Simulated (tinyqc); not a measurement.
IGBT as a p-i-n diode in series with a MOS channel, on-state and switching loss: two steps of the calculation.

High injection (n = p) in a drift layer from x = -W/2 (anode) to +W/2 (cathode side), recombination only in the layer with lifetime tau, ideal emitters. The channel feeds the cathode side and carries the whole current. Auger recombination, carrier-carrier scattering, emitter losses and the carrier dip under the p body are left out.

Inputs (values chosen for the exercise); material values close to those of silicon:
```
symbol    value        unit                                             meaning
T           300           K                                         temperature
Eg          1.1          eV                                            band gap
Nc      2.83e19       cm^-3              conduction-band density of states at T
Nv      2.63e19       cm^-3                 valence-band density of states at T
mn         1400  cm^2/(V s)                                   electron mobility
W            70          um                            width of the drift layer
Nd       1.2e14       cm^-3                           doping of the drift layer
tau        0.79          us                             high-injection lifetime
J           250      A/cm^2                                     current density
Rch           2   mohm cm^2                 channel and accumulation resistance
Vdc         400           V                                        link voltage
ks         0.06              turn-off energy per stored charge and link voltage
f             5         kHz                                 switching frequency
```

Constants: q = 1.602176634e-19 C, kB = 1.380649e-23 J/K, Vt = kB T/q. Results are converted to the units shown.

Question 1. On-state voltage. n(x) = (tau J/(2 q La))[cosh(x/La)/sinh y - B sinh(x/La)/cosh y]. Vm = Vt [(8 b/(b + 1)^2)(sinh y/s) arctan(s sinh y) + B ln((1 + B tanh^2 y)/(1 - B tanh^2 y))], s = sqrt(1 - B^2 tanh^2 y); Vj = Vt ln(n(-W/2) n(W/2)/ni^2), ni = sqrt(Nc Nv) exp(-Eg/(2 Vt)), Eg in volts; Vc = J Rch; Von = Vm + Vj + Vc.

b = 2.9166667
B = 0.48936170
La = 38.210377 um
y = 0.91598153

Find: Vm; Vj; Vc; Von.

Answer 1.

Vm = 0.04089 V
Vj = 0.8497 V
Vc = 0.5000 V
Von = 1.391 V

Vm does not depend on J, since the carrier density grows with it. Junctions, layer and channel take 61, 2.9 and 36 % of Von.

Question 2. Stored charge, losses and the unipolar alternative. Stored charge tau J, turn-off energy Eoff = ks tau J Vdc, loss at half duty 0.5 J Von + f Eoff. A unipolar device on the same layer has Vu = J (W/(q mn Nd) + Rch).

Von = 1.3905510 V

Give: stored charge; Eoff; conduction loss; switching loss; Vu.

Answer 2.

stored charge = 197.50 uC/cm^2
Eoff = 4.7400 mJ/cm^2
conduction loss = 173.82 W/cm^2
switching loss = 23.700 W/cm^2
Vu = 65.516 V

Both losses would be equal at f = 36.7 kHz.

tinyqc, about 0.01 s, one thread, Intel Xeon 2.30GHz (shared host): `OMP_NUM_THREADS=1 python tinyqc.py 2590142 2590143 out.jsonl`
